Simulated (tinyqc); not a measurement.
Small-signal admittance of a forward-biased p+-n diode: one step of the calculation.

Holes injected into a neutral base of width wb with an ohmic contact at its end; low injection, p0 far above the equilibrium density. A small voltage v exp(i w t), w = 2 pi f, modulates the edge density by p0 v/Vt, and the small-signal density obeys Dp d2p/dx2 = (1/tau + i w) p.

Problem. Closed-form admittance. L = sqrt(Dp tau); direct current J = (q Dp p0/L) coth(wb/L); k = sqrt(1 + i w tau)/L; diffusion admittance Y = (q Dp p0/Vt) k coth(k wb) = G + i w C_diff; junction capacitance C_j = sqrt(q eps0 eps_r Nd/(2 Vr)) in the depletion approximation, with the remaining barrier Vr = Vt ln(Na/p0), a rough value under forward bias; base-width modulation is left out.

Values chosen for this exercise; permittivity close to that of silicon:
```
symbol   value    unit                                   meaning
T          300       K                               temperature
eps_r     11.7                             relative permittivity
Nd      9.3e16   cm^-3                 donor density of the base
Dp         7.4  cm^2/s                hole diffusion coefficient
tau       2e-6       s                             hole lifetime
wb         6.2      um                 width of the neutral base
p0      3.8e14   cm^-3  excess hole density at the junction edge
Na        2e19   cm^-3           acceptor density of the p+ side
f        1.8e7      Hz                          signal frequency
```

Constants: q = 1.602176634e-19 C, kB = 1.380649e-23 J/K, Vt = kB T/q, eps0 = 8.8541878128e-14 F/cm where lengths are in cm. Results are converted to the units shown.

Wanted: L; J; k wb; Y; C_diff; C_j.

Solution.

L = 38.47 um
J = 0.7329 A/cm^2
k wb = 1.718+1.710i
Y = 44.57+45.98i S/cm^2
C_diff = 0.4065 uF/cm^2
C_j = 0.1657 uF/cm^2

G is 1.57 times its low-frequency value J/Vt, and C_diff is 2.45 times C_j.

Numbers from tinyqc (`OMP_NUM_THREADS=1 python tinyqc.py 2890101 2890102 out.jsonl`; about 0.01 s on one thread of a shared Intel Xeon 2.30GHz).
